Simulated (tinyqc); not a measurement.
Rutherford backscattering from a thin compound film on silicon: kinematics, yields, composition and thickness: one step, computed by the program tinyqc.

Singly charged helium ions (Z1 = 2, M1 = 4.0026 u) enter at the tilt angle a1 to the normal and leave at a2 = |180 - theta - tilt| in the same plane. The film is A B_x.

Problem. Kinematics. Kinematic factor K = [(sqrt(M^2 - M1^2 sin^2 theta) + M1 cos theta)/(M + M1)]^2. Surface edges lie at K E0; substrate silicon has M = 28.09 u. Mass resolution at M_A = resolution/(E0 dK/dM).

Inputs (values chosen for the exercise, modelled on a helium beam on TaN):
```
quantity,value,unit
beam energy E0,1.9,MeV
scattering angle theta,150,degrees
heavy element: mass M_A,180.9,u
light element: mass M_B,14,u
detector resolution (FWHM),12,keV
```

Give: kinematic factors; surface edges; mass resolution at M_A.

Solution.

kinematic factors: A 0.92073, B 0.33308, Si 0.58529

surface edges (keV): A 1749.4, B 632.9, Si 1112.1

mass resolution at M_A = 15.020 u

K flattens for heavy targets, so masses within 15.0 u of A cannot be told apart.
